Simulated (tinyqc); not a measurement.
Worked calculation: oxide trap near a transistor channel: two-state multiphonon kinetics, telegraph noise and bias instability. Computed by tinyqc, a small Python program that keeps every step. Command: `OMP_NUM_THREADS=1 python tinyqc.py 3025188 3025189 out.jsonl oxidetrap walk`. One thread of a shared host (Intel(R) Xeon(R) Processor @ 2.30GHz), about 0.01 s of CPU time with the checks. Intermediate numbers are printed to about 7 digits and carried at full precision; extremes and crossings named in words are read from the listed rows.

An n-channel device under positive gate bias. The trap is empty (state 1) or holds an electron (state 2); both states are parabolas of equal curvature, and the electron reservoir is taken at the Fermi level of the channel.

Inputs (values chosen for the exercise, with an insulator like Al2O3 on silicon):
```
quantity                                  value         unit
insulator constant eps_ox                  8.77            -
insulator thickness t_ox                    2.8           nm
trap depth x from the interface            0.59           nm
tunnel barrier phi_b                       2.09           eV
tunnelling mass m_ox                       0.36          m_0
trap level above E_F at zero field E_t     0.31           eV
relaxation energy E_R                       1.4           eV
oxide field F                               3.7        MV/cm
attempt rate k_0 at the interface         1e+11          1/s
temperature T                               400            K
channel width W                              28           nm
channel length L                             40           nm
frequency f                               50000           Hz
stress time t_s                             0.2            s
trap density N_t                        7.9e+18  cm^-3 eV^-1
mean capture barrier mu_c                   1.3           eV
spread of the barriers s_c                 0.13           eV
saturation shift dV_max                     280           mV
```

Parts treated: one trap and an ensemble.

Constants: hbar^2/(2 m_0) = 3.80998212 eV angstrom^2; k_B = 8.617333262e-05 eV/K; e = 1.602176634e-19 C; eps_0 = 8.8541878128e-12 F/m.

## Tunnelling factor

kappa = sqrt(2 m_ox phi_b)/hbar = sqrt(m_ox phi_b/(hbar^2/2m_0)); attenuation length lambda = 1/(2 kappa); factor exp(-x/lambda) for a rectangular barrier.

kappa = 4.443886 1/nm

attenuation length lambda = 0.1125141 nm

tunnelling factor = 0.005280230

## Barriers and time constants

E_21 = E_t - e F x is the energy of state 2 over state 1; barriers E_c = (E_R + E_21)^2/(4 E_R), E_e = E_c - E_21; tau_c = exp(E_c/k_B T)/(k_0 P), tau_e = exp(E_e/k_B T)/(k_0 P), P the tunnelling factor; occupation f_2 = tau_e/(tau_c + tau_e); 1/tau_0 = 1/tau_c + 1/tau_e.

E_21 = 0.0917 eV

capture barrier E_c = 0.3973516 eV

emission barrier E_e = 0.3056516 eV

capture time tau_c = 1.922015e-04 s

emission time tau_e = 1.343964e-05 s

occupation f_2 = 0.06535482

tau_0 = 1.256130e-05 s

The two times are within a factor 30 of each other, so the trap switches between both states and shows as telegraph noise.

## Step height and noise

Charge-sheet step dV = e (t_ox - x)/(eps_ox eps_0 W L); Lorentzian spectrum S(f) = 4 dV^2 tau_0^2/((tau_c + tau_e)(1 + (2 pi f tau_0)^2)); corner 1/(2 pi tau_0); variance dV^2 f_2 (1 - f_2) = dV^2 tau_0/(tau_c + tau_e).

threshold step dV = 4.071330 mV

corner frequency = 12670.26 Hz

S(f) = 3.069685e-12 V^2/Hz

root-mean-square noise = 1.006233 mV

f lies above the corner, on the 1/f^2 tail. Random dopants and current percolation, left out here, spread real steps around this value.

## Stress and recovery of one trap

From the zero-field occupation f(0), f(t) = f_2 + (f(0) - f_2) exp(-t/tau_0) under the field; after t_s the field is removed and f relaxes with the zero-field constants.

occupation at zero field = 1.241990e-04

tau_0 at zero field = 8.920734e-07 s

occupation after stress = 0.06535482

half-time of recovery = 6.183382e-07 s

## Bias dependence of the times

The formulas are those given above.

Against field:
```
F (MV/cm)  E_21 (eV)    tau_c (s)     tau_e (s)           f_2
0.00         0.31000  0.007182616  8.921842e-07  1.241990e-04
1.11         0.24451  0.002301489  1.911255e-06  8.297535e-04
2.22         0.17902  0.000770965  4.280376e-06  5.521318e-03
2.96         0.13536  0.000381160  7.510106e-06  1.932259e-02
3.70         0.09170  0.000192202  1.343964e-05  6.535482e-02
4.44         0.04804  0.000098852  2.453052e-05  1.988173e-01
5.55        -0.01745  0.000037836  6.277234e-05  6.239263e-01
```

ln(tau_c/tau_e) falls by e x/k_B T = 1.712 per MV/cm, which measures the depth x if the change of surface potential with bias is left aside. Over these rows tau_c shortens by 2.28 decades and tau_e lengthens by 1.85; the shares differ because E_21 is not small against E_R. The times cross at F = E_t/(e x) = 5.25 MV/cm.

## Many traps: 1/f noise

McWhorter number fluctuations for traps uniform in depth and energy: S_V = e^2 k_B T N_t lambda/(W L C_ox^2 f), C_ox = eps_ox eps_0/t_ox. The number of traps within k_B T in energy and one decade in time is N_t k_B T lambda ln(10) W L.

C_ox = 2.773258 microF/cm^2

1/f noise S_V(f) = 1.826078e-11 V^2/Hz

active traps per decade = 0.07901340

With less than one active trap per decade a single device shows separate Lorentzians; 1/f is only the average over many devices. Caution: N_t k_B T lambda ln(10) W L, the number of active traps per decade, is below one, so S_V is only the mean over many devices.

## Many traps: shift under stress

For a normal spread of capture barriers (given for the stress field, with depth and field not resolved, k_0 being taken as the effective rate of the ensemble), traps with barrier below k_B T ln(k_0 t) are filled: dV(t) = (dV_max/2) erfc((mu_c - k_B T ln(k_0 t))/(sqrt(2) s_c)); local exponent n = d ln dV/d ln t (central difference, factor 1.01 in t).

filling front k_B T ln(k_0 t_s) = 0.8175780 eV

shift after t_s = 0.02890896 mV

local time exponent n = 1.047556

## Power law or saturation

The extrapolation continues the power law fitted through 10 s and 1000 s.

Against stress time:
```
t (s)       shift (mV)  local exponent  power law (mV)  shift at T + 50 K (mV)
1.00e-03  4.374255e-05        1.404909    2.761190e-03            9.281162e-04
1.00e-01  1.376342e-02        1.093830    5.385408e-02            2.434275e-01
1.00e+01  1.050367e+00        0.790564    1.050367e+00            1.102753e+01
1.00e+03  2.048628e+01        0.503378    2.048628e+01            9.811704e+01
1.00e+05  1.143631e+02        0.252132    3.995632e+02            2.348610e+02
1.00e+07  2.348610e+02        0.077293    7.793056e+03            2.774634e+02
3.00e+08  2.717985e+02        0.018220    6.991032e+04            2.798977e+02
```

The exponent falls from 1.405 to 0.018 as the front climbs the distribution, so the power law overstates the shift at 3e8 s (about ten years) by a factor 257. Heating by 50 K raises the shift at 1000 s by a factor 4.79: time and temperature enter only through T ln(k_0 t).

Checks made by the program: detailed balance tau_c/tau_e = exp(E_21/k_B T) (relative difference below 1e-10); the integral of S(f) against the variance (relative difference below 1e-10).
